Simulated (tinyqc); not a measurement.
Band folding and unfolding in a supercell of a chain: sweeps and comparisons. A value that a table varies takes the place of the one given here.

A chain with hopping -t and n = 5 sites a supercell. H(K) has v_j on the diagonal, -t between neighbours and -t exp(2 pi i K) on the bond that closes the cell (from the last site to the first of the next cell). The point K holds the n wave vectors k_m = (K + m)/n of the primitive zone, in 2 pi/a, m = 0 to n - 1, with E0 = -2t cos(2 pi k_m). The unfolding weight of a state c on k_m is |sum_j c_j exp(-2 pi i k_m j)|^2/n, j = 0 to n - 1.

Parameters, chosen for this exercise:

| symbol | value | unit | meaning |
|---|---|---|---|
| t | 0.74 | eV | hopping |
| v | (0.25, 0.25, -0.25, -0.25, 0.25) | eV | site energies in the supercell |
| Kq | 0.39 | 2 pi/(n a) | wave vector in the small zone |

## Minigaps against first-order theory

Gap i lies between minibands i and i + 1, at K = 1/2 for odd i and K = 0 for even i, where k = +/- i/(2n) are degenerate; first order gives 2|V_i|, the Fourier component V_q = (1/n) sum_j v_j exp(-2 pi i q j/n) for q equal to the number of the gap. Computed for the potential at full and at half strength.

Gaps (eV):

| i | E0 at the crossing | 2\|V_i\| | gap | gap at half strength |
|---|---|---|---|---|
| 1 | -1.1973 | 0.3236 | 0.3386 | 0.1664 |
| 2 | -0.4573 | 0.1236 | 0.0411 | 0.0419 |
| 3 | 0.4573 | 0.1236 | 0.1866 | 0.0792 |
| 4 | 1.1973 | 0.3236 | 0.2968 | 0.1558 |

How do the results move?

Halving the potential about halves gaps 1 and 4, the scaling of first order; where the ratio is further from 2, higher orders count. The largest miss of first order is 83 meV, at i = 2; the potential spans 0.68 t.

## From folded lines to real minibands

The potential is scaled by x. For the lowest level at K: energy, second-order estimate E0(k_0) + x V_0 - x^2 sum_m |V_m|^2/(E0(k_m) - E0(k_0)), weight on k_0, and width of the lowest miniband between K = 0 and 1/2.

Lowest level:

| x | E (eV) | second order (eV) | weight on k_0 | miniband width (eV) |
|---|---|---|---|---|
| 0.00 | -1.3058 | -1.3058 | 1.000 | 0.2827 |
| 0.25 | -1.3014 | -1.3014 | 0.972 | 0.2438 |
| 0.50 | -1.3118 | -1.3131 | 0.908 | 0.2086 |
| 1.00 | -1.3627 | -1.3851 | 0.779 | 0.1503 |
| 1.50 | -1.4364 | -1.5216 | 0.694 | 0.1076 |
| 2.00 | -1.5228 | -1.7229 | 0.639 | 0.0776 |
| 3.00 | -1.7177 | -2.3192 | 0.574 | 0.0425 |
| 4.00 | -1.9301 | -3.1741 | 0.536 | 0.0251 |

What can be read from the table?

Second order is -22.4 meV off at x = 1 and -602 meV at x = 3. The weight on the parent k falls to 0.78 at x = 1 and 0.54 at x = 4, and the miniband narrows from 0.283 to 0.025 eV as the state gathers on the low sites. While the weight stays near one the primitive band is still the right picture and the folded copies carry little spectral weight.

## What each change does

The two lowest levels at K and the weight of the lowest on k_0. Each row changes one parameter from the base and keeps the others.

Results:

| case | level 1 (eV) | level 2 (eV) | weight |
|---|---|---|---|
| base | -1.3627 | -0.9471 | 0.7790 |
| t = 0.814 eV | -1.4864 | -1.0572 | 0.7992 |
| v = (-0.25, -0.25, 0.25, 0.25, -0.25) eV | -1.4475 | -1.0666 | 0.8080 |
| Kq = 0.305 2 pi/(n a) | -1.4025 | -0.8596 | 0.8778 |

What can be read from the table?

The largest shifts from the base row, up to three for each result and ties (the steps differ in size, so this ranks the rows, not the parameters). level 1 (eV): t -0.1237, v -0.0848, Kq -0.0398. level 2 (eV): v -0.1196, t -0.1101, Kq +0.0874. weight: Kq +0.0987, v +0.0290, t +0.0201.

tinyqc: `OMP_NUM_THREADS=1 python tinyqc.py 1451474 1451475 out.jsonl`; about 0.01 s, one thread, shared Intel(R) Xeon(R) Processor @ 2.30GHz.
